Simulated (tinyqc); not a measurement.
# From one set of inputs to another, one input at a time

Model: single-oscillator infrared dielectric function of a polar cubic crystal. Computed by tinyqc, a small Python program. Command: `OMP_NUM_THREADS=1 python tinyqc.py 3013820 3013821 out.jsonl infrared ladder`. One thread of a shared host (Intel(R) Xeon(R) Processor @ 2.30GHz), about 0.01 s of CPU time with the checks.

One ion pair, charges +Z* and -Z*, in a cell of volume Omega = a^3. Frequencies omega are given as wavenumbers (1/cm); eps_s is the static dielectric constant.

The inputs printed are set A. Inputs not listed in the table keep their values of set A, so the rows need not describe a real material.

Inputs (values chosen for the exercise, for a model crystal):
```
quantity                         value      unit
lattice constant a                3.69  angstrom
mass M_A                           101         u
mass M_B                           119         u
omega_TO                           509      1/cm
Born charge Z*                    1.81         e
eps_inf                            7.9         -
eps_m of the surrounding medium    3.9         -
```

Structure: caesium chloride. Free carriers: absent.

Constants: nu for 1 eV/(angstrom^2 u) = 15.6333042 THz; 1 THz = 33.35640952 1/cm; e^2/(4 pi eps_0) = 14.39964548 eV angstrom.

Method. mu = M_A M_B/(M_A + M_B); ionic plasma term W^2 = 4 pi Z*^2 (e^2/(4 pi eps_0))/(Omega mu) in eV/(angstrom^2 u), turned into 1/cm by W = 15.6333042 x 33.35640952 x sqrt(W^2); omega_LO^2 = omega_TO^2 + W^2/eps_inf; eps_s = eps_inf + W^2/omega_TO^2; Szigeti charge 3 Z*/(eps_inf + 2); longitudinal (Callen) charge Z*/eps_inf. Without damping, eps(omega) = -x eps_m gives omega^2 = omega_TO^2 (eps_s + x eps_m)/(eps_inf + x eps_m): x = 1 for a flat surface at large wave vector, x = 2 for the dipole mode of a small sphere. The reflectivity R for light from vacuum (not from the medium eps_m) vanishes where eps = 1, omega^2 = omega_TO^2 (eps_s - 1)/(eps_inf - 1).

Each row keeps all changes above it:
```
input moved                    from     to  omega_LO (1/cm)  Szigeti charge (e)  sphere mode (1/cm)
set A                             -      -            516.3              0.5485               512.7
mass M_B (u)                    119  35.45            524.0              0.5485               516.6
Born charge Z* (e)             1.81   1.33            517.1              0.4030               513.1
eps_inf                         7.9   2.67            532.7              0.8544               515.2
lattice constant a (angstrom)  3.69   4.12            526.2              0.8544               513.4
omega_TO (1/cm)                 509    100            166.6              0.8544               120.5
mass M_A (u)                    101  132.9            163.3              0.8544               119.4
```

Which inputs carry the difference?

omega_LO goes from 516 to 163, a factor 0.316 in all. The largest single move comes from omega_TO (a factor 0.317). Szigeti charge goes from 0.548 to 0.854, a factor 1.56 in all. The largest single move comes from eps_inf (a factor 2.12), and Born charge Z* works against it (a factor 0.735). Sphere mode goes from 513 to 119, a factor 0.233 in all. The largest single move comes from omega_TO (a factor 0.235). The single moves hold for this order of the switches; the total does not depend on the order.

Extremes, crossings and ranges named in words are read from the listed rows.
